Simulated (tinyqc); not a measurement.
# MOS inversion layer, Poisson-Schroedinger loop, step by step

Program tinyqc, `OMP_NUM_THREADS=1 python tinyqc.py 2160098 2160099 out.jsonl`; Intel Xeon 2.30GHz, shared host, one thread, about 0.4 s. Printed values are rounded.

Electrons confined at an insulator interface at z = 0, treated as a hard wall; parabolic valleys, Hartree approximation, no image or exchange terms. The depletion charge lies far deeper than the electrons and gives a uniform field q Nd/(eps0 eps_r); the gate balances all charge. Energies are counted from the band edge at the interface.

Parameters, values chosen for the exercise; masses and permittivity close to those of gallium nitride: temperature T = 400 K; relative permittivity eps_r = 9.61; mass along z of valley set A (1 valley(s)) mz1 = 0.204 m0; in-plane density-of-states mass of set A md1 = 0.197 m0; sheet density of electrons Ns = 3.5e11 cm^-2; sheet density of depletion charge Nd = 2.6e11 cm^-2; mesh step hz = 2.2 nm; mixing factor a = 0.5.

Constants: q = 1.602176634e-19 C, kB = 1.380649e-23 J/K, hbar = 1.054571817e-34 J s, m0 = 9.1093837015e-31 kg, Vt = kB T/q, eps0 = 8.8541878128e-14 F/cm where lengths are in cm, hbar^2/(2 m0) = 0.0380998212 eV nm^2. Results are converted to the units shown.

## Fixed part of the potential

```
node,z (nm)
1,2.2
2,4.4
3,6.6
4,8.8
5,11
6,13.2
7,15.4
8,17.6
9,19.8
10,22
11,24.2
12,26.4
13,28.6
14,30.8
15,33
```

V0 = q Nd z/(eps0 eps_r) in eV.

```
node,fixed potential V0 (eV)
1,0.010770
2,0.021541
3,0.032311
4,0.043082
5,0.053852
6,0.064623
7,0.075393
8,0.086164
9,0.096934
10,0.107705
11,0.118475
12,0.129246
13,0.140016
14,0.150786
15,0.161557
```

## Round 1: levels and probability densities

```
node,self-consistent potential U at the start (eV)
1,0
2,0
3,0
4,0
5,0
6,0
7,0
8,0
9,0
10,0
11,0
12,0
13,0
14,0
15,0
```

Tridiagonal Hamiltonian with psi = 0 one step beyond both ends: H_ii = C (1/m_(i-1/2) + 1/m_(i+1/2))/hz^2 + V0_i + U_i, H_(i,i+1) = -C/(m_(i+1/2) hz^2), C = hbar^2/(2 m0). The lowest 2 level(s) are kept, normalised to hz sum |psi|^2 = 1. The mass is the same on all intervals.

levels (eV): A1 0.0378927, A2 0.0652802

```
node,|psi|^2 of A1 (1/nm),|psi|^2 of A2 (1/nm)
1,0.105416,0.088667
2,0.177366,0.030591
3,0.115025,0.021380
4,0.043307,0.117246
5,0.011033,0.116708
6,0.002063,0.057439
7,0.000298,0.017854
8,0.000034,0.003918
9,0.000003,0.000647
10,0.000000,0.000084
11,0.000000,0.000009
12,0.000000,0.000001
13,0.000000,0.000000
14,0.000000,0.000000
15,0.000000,0.000000
```

## Round 1: Fermi level and occupations

Level k holds N_k = D_k Vt ln(1 + exp((EF - E_k)/Vt)) with D = md1 m0 q/(pi hbar^2) per eV (spin included); EF is fixed by sum N_k = Ns.

EF = -0.0458650 eV
N_k (cm^-2): A1 2.39355e11, A2 1.10645e11

## Round 1: density, output potential and mixing

n_i = sum_k N_k |psi_k|^2 (converted to cm^-3). Hartree part by Gauss: on the interval before node i the electrons still beyond are S_i = Ns - hz sum_(j<i) n_j, and U_i = U_(i-1) + q S_i hz/(eps0 eps_r) in eV, U_0 = 0 at the interface. Mixing: U(new) = U + a (U(out) - U).

```
node,n (1e17 cm^-3),U(out) (eV),U after round 1 (eV)
1,3.50425,0.0144987,0.0072493
2,4.58382,0.0258038,0.0129019
3,2.98974,0.0329315,0.0164657
4,2.33384,0.0373344,0.0186672
5,1.55539,0.0396105,0.0198052
6,0.68490,0.0404690,0.0202345
7,0.20468,0.0407033,0.0203517
8,0.04417,0.0407511,0.0203756
9,0.00724,0.0407587,0.0203793
10,0.00094,0.0407596,0.0203798
11,0.00010,0.0407597,0.0203799
12,0.00001,0.0407597,0.0203799
13,0.00000,0.0407597,0.0203799
14,0.00000,0.0407597,0.0203799
15,0.00000,0.0407597,0.0203799
```

## Course of the self-consistent loop

Start from U = 0. Stop when the largest |U(out) - U| is below 1e-7 eV, or after 120 rounds.

Course of the iteration:
```
round,level A1 (eV),EF (eV),largest |U(out) - U| (eV)
1,0.0378927,-0.0458650,0.0408
2,0.0506897,-0.0319460,0.0166
3,0.0563367,-0.0258928,7.09e-3
4,0.0589536,-0.0231313,3.15e-3
5,0.0601929,-0.0218419,1.44e-3
6,0.0607871,-0.0212310,6.71e-4
7,0.0610743,-0.0209385,3.20e-4
8,0.0612140,-0.0207972,1.53e-4
9,0.0612823,-0.0207286,7.41e-5
10,0.0613158,-0.0206951,3.60e-5
11,0.0613323,-0.0206787,1.75e-5
12,0.0613405,-0.0206706,8.63e-6
13,0.0613445,-0.0206666,4.26e-6
14,0.0613465,-0.0206646,2.10e-6
15,0.0613474,-0.0206636,1.04e-6
16,0.0613479,-0.0206631,5.16e-7
17,0.0613482,-0.0206629,2.56e-7
18,0.0613483,-0.0206628,1.27e-7
19,0.0613484,-0.0206627,6.29e-8
```

Converged in 19 rounds. Towards the end the residual shrinks by a factor of about 0.50 a round.

## Converged levels, occupations and centroid

```
node,converged U (eV)
1,0.0144986
2,0.0243758
3,0.0299803
4,0.0330970
5,0.0344631
6,0.0348958
7,0.0349966
8,0.0350144
9,0.0350169
10,0.0350172
11,0.0350172
12,0.0350172
13,0.0350172
14,0.0350172
15,0.0350172
```

Solve for the levels with V0 + U, find EF, n_i = sum_k N_k |psi_k|^2 (in cm^-3); share of each level N_k/Ns; centroid sum n z/sum n.

levels (eV): A1 0.0613484, A2 0.0944795
EF = -0.0206627 eV
shares (%): A1 71.7890, A2 28.2110

```
node,n (1e17 cm^-3)
1,5.07115
2,4.68815
3,2.72995
4,1.92090
5,1.02410
6,0.36427
7,0.09096
8,0.01687
9,0.00243
10,0.00028
11,0.00003
12,0.00000
13,0.00000
14,0.00000
15,0.00000
```

centroid = 5.31344 nm

An 800-node mesh to 57 nm with 8 levels a set gives A1 = 0.06334 eV, EF = -0.02517 eV and a centroid of 7.183 nm; the levels kept above hold 80.3 % of the electrons there. The coarse centroid is 26 % below the fine one.

## Closed-form estimates

Triangular well: E_k = a_k (C F^2/mz)^(1/3), a_1 = 2.338107, a_2 = 4.087949, C = hbar^2/(2 m0), F in eV/nm. Fang-Howard (all electrons in the lowest level of set A): b^3 = 6 (mz1/C) q (Nd + 11 Ns/32)/(eps0 eps_r), centroid 3/b, level C b^2/(4 mz1) + (3/b) q (Nd + 11 Ns/16)/(eps0 eps_r). Use F = q (Nd + Ns)/(eps0 eps_r), the surface field, and F = q (Nd + Ns/2)/(eps0 eps_r).

A1 with the surface field = 0.0680363 eV
A1 with Nd + Ns/2 = 0.0543059 eV
A2 with Nd + Ns/2 = 0.0949485 eV
b = 0.612744 1/nm
Fang-Howard centroid = 4.89601 nm
Fang-Howard level = 0.0636826 eV

Against the self-consistent A1 = 0.06334 eV on a fine mesh, the surface-field estimate is 7.4 % above it, the half-charge one 14 % below it and Fang-Howard 0.55 % above it. A1 holds 59.9 % of the electrons, and the Fang-Howard centroid is 32 % below the full one.
